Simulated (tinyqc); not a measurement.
# Threshold-voltage variability of a planar MOSFET, analytic estimates: what changes with what

Three independent sources add in quadrature: random dopants in the depleted layer, metal-gate grains of two orientations, and roughness of the two gate edges acting through the roll-off VT = VT(long) - Vr exp(-L/l). These are first-order estimates: no three-dimensional electrostatics, no percolation.

Parameters, values chosen for the exercise; material values those of a made-up semiconductor:
```
symbol    value   unit                                                 meaning
T           293      K                                             temperature
Eg         1.19     eV                                                band gap
eps_r        14                     relative permittivity of the semiconductor
Nc      3.06e19  cm^-3                  conduction-band density of states at T
Nv      2.46e19  cm^-3                     valence-band density of states at T
Na       3.3e17  cm^-3                                          channel doping
ti          1.4     nm                 oxide-equivalent thickness in inversion
L            25     nm                                             gate length
W            25     nm                                              gate width
G             4     nm                                        metal grain size
dW          0.2     eV  work-function difference of the two grain orientations
p           0.5               share of the orientation of higher work function
De          1.2     nm                          rms roughness of one gate edge
La           30     nm                     correlation length of the roughness
l           4.7     nm                  decay length of the threshold roll-off
Vr          1.9      V                               prefactor of the roll-off
```

Constants: q = 1.602176634e-19 C, kB = 1.380649e-23 J/K, Vt = kB T/q, eps0 = 8.8541878128e-14 F/cm where lengths are in cm. Results are converted to the units shown.

Each table varies one quantity; the others keep the values above.

## Effect of the oxide-equivalent thickness in inversion

ni = sqrt(Nc Nv) exp(-Eg/(2 Vt)), Eg in volts; Cox = 3.9 eps0/ti; Wd = sqrt(4 eps0 eps_r Vt ln(Na/ni)/(q Na)); dopants: s1 = (q/Cox) sqrt(Na Wd/(3 L W)). Grains: Ng = L W/G^2 (at least 1), s2 = dW sqrt(p (1 - p)/Ng). Edges, with exponential correlation and u = W/La: the mean gate length has sL^2 = 2 De^2 (2/u)[1 - (1 - exp(-u))/u]; s3 = sL (Vr/l) exp(-L/l). s = sqrt(s1^2 + s2^2 + s3^2). l and Vr are held fixed.

The same in every row: s2 (mV) = 16.00; s3 (mV) = 2.951.

Effect of the oxide-equivalent thickness in inversion:

| ti (nm) | s1 (mV) | s (mV) | s sqrt(L W) (mV um) |
|---|---|---|---|
| 0.8 | 12.78 | 20.69 | 0.5172 |
| 1.2 | 19.17 | 25.14 | 0.6285 |
| 1.6 | 25.55 | 30.29 | 0.7574 |
| 2 | 31.94 | 35.85 | 0.8962 |
| 2.4 | 38.33 | 41.64 | 1.041 |
| 2.8 | 44.72 | 47.59 | 1.190 |
| 3.2 | 51.11 | 53.64 | 1.341 |

Read the table: what changes, and by how much?

As ti goes from 0.8 to 3.2 nm, s rises from 20.7 to 53.6 mV. The largest source is the grains in the first row and the dopants in the last. s1 goes on average as ti^(1.00). In every row the depletion depth exceeds L, so source and drain share much of the charge and s1 is rough.

## Effect of the correlation length of the roughness

Same model as above.

l and Vr are held fixed.

The same in every row: s1 (mV) = 22.36; s2 (mV) = 16.00.

Effect of the correlation length of the roughness:

| La (nm) | s3 (mV) | s (mV) | s sqrt(L W) (mV um) |
|---|---|---|---|
| 2 | 1.289 | 27.53 | 0.6881 |
| 5 | 1.902 | 27.56 | 0.6890 |
| 10 | 2.390 | 27.60 | 0.6900 |
| 20 | 2.784 | 27.64 | 0.6909 |
| 40 | 3.043 | 27.66 | 0.6916 |
| 80 | 3.193 | 27.68 | 0.6920 |
| 160 | 3.274 | 27.69 | 0.6922 |

As La goes from 2 to 160 nm, s rises from 27.5 to 27.7 mV. The dopants are the largest source in the first and the last row. The edge term s3 rises from 1.29 to 3.27 mV: a longer correlation averages out less along the width. In every row the depletion depth exceeds L, so source and drain share much of the charge and s1 is rough.

## Effect of the gate length

Same model as above.

l and Vr are held fixed.

Results:

| L (nm) | s1 (mV) | s2 (mV) | s3 (mV) | s (mV) | s sqrt(L W) (mV um) |
|---|---|---|---|---|---|
| 15 | 28.867 | 20.656 | 24.775 | 43.287 | 0.83826 |
| 18 | 26.352 | 18.856 | 13.086 | 34.946 | 0.74132 |
| 22 | 23.836 | 17.056 | 5.5872 | 29.838 | 0.69976 |
| 26 | 21.926 | 15.689 | 2.3855 | 27.067 | 0.69007 |
| 32 | 19.764 | 14.142 | 0.66552 | 24.312 | 0.68764 |
| 46 | 16.484 | 11.795 | 0.033847 | 20.270 | 0.68739 |
| 55 | 15.076 | 10.787 | 0.0049876 | 18.537 | 0.68738 |

Estimate the missing row, L = 38 nm.

Computed row:

| L (nm) | s1 (mV) | s2 (mV) | s3 (mV) | s (mV) | s sqrt(L W) (mV um) |
|---|---|---|---|---|---|
| 38 | 18.137 | 12.978 | 0.18567 | 22.302 | 0.68741 |

With this row back in the table: As L goes from 15 to 55 nm, s falls from 43.3 to 18.5 mV. The dopants are the largest source in the first and the last row. The product s sqrt(L W) falls from 0.838 to 0.687 mV um: s1 and s2 go as 1/sqrt(L W), so the change comes from s3 alone. For L = 15 to 18 nm the depleted region holds under ten dopants, so their spread is not Gaussian. In every row the depletion depth exceeds L, so source and drain share much of the charge and s1 is rough.

## Effect of the gate width

Same model as above.

l and Vr are held fixed.

Result of one run:

| W (nm) | s1 (mV) | s2 (mV) | s3 (mV) | s (mV) | s sqrt(L W) (mV um) |
|---|---|---|---|---|---|
| 14 | 29.881 | 21.381 | 3.1173 | 36.874 | 0.68985 |

What becomes of these results when the gate width W is changed from 14 to 58 nm, all else the same?

Result of the changed run:

| W (nm) | s1 (mV) | s2 (mV) | s3 (mV) | s (mV) | s sqrt(L W) (mV um) |
|---|---|---|---|---|---|
| 58 | 14.680 | 10.505 | 2.5515 | 18.231 | 0.69422 |

The whole series:

| W (nm) | s1 (mV) | s2 (mV) | s3 (mV) | s (mV) | s sqrt(L W) (mV um) |
|---|---|---|---|---|---|
| 8.3 | 38.807 | 27.768 | 3.2115 | 47.827 | 0.68894 |
| 14 | 29.881 | 21.381 | 3.1173 | 36.874 | 0.68985 |
| 22 | 23.836 | 17.056 | 2.9945 | 29.463 | 0.69096 |
| 36 | 18.634 | 13.333 | 2.8029 | 23.084 | 0.69251 |
| 58 | 14.680 | 10.505 | 2.5515 | 18.231 | 0.69422 |
| 95 | 11.471 | 8.2078 | 2.2298 | 14.280 | 0.69592 |
| 150 | 9.1287 | 6.5320 | 1.9020 | 11.385 | 0.69718 |
| 250 | 7.0710 | 5.0596 | 1.5439 | 8.8308 | 0.69814 |

As W goes from 8.3 to 250 nm, s falls from 47.8 to 8.83 mV. The dopants are the largest source in the first and the last row. The product s sqrt(L W) rises from 0.689 to 0.698 mV um: s1 and s2 go as 1/sqrt(L W), so the change comes from s3 alone. For W = 8.3 to 14 nm the depleted region holds under ten dopants, so their spread is not Gaussian. In every row the depletion depth exceeds L, so source and drain share much of the charge and s1 is rough.

Program tinyqc, `OMP_NUM_THREADS=1 python tinyqc.py 2090072 2090073 out.jsonl`; Intel Xeon 2.30GHz, shared host, one thread, about 0.01 s.
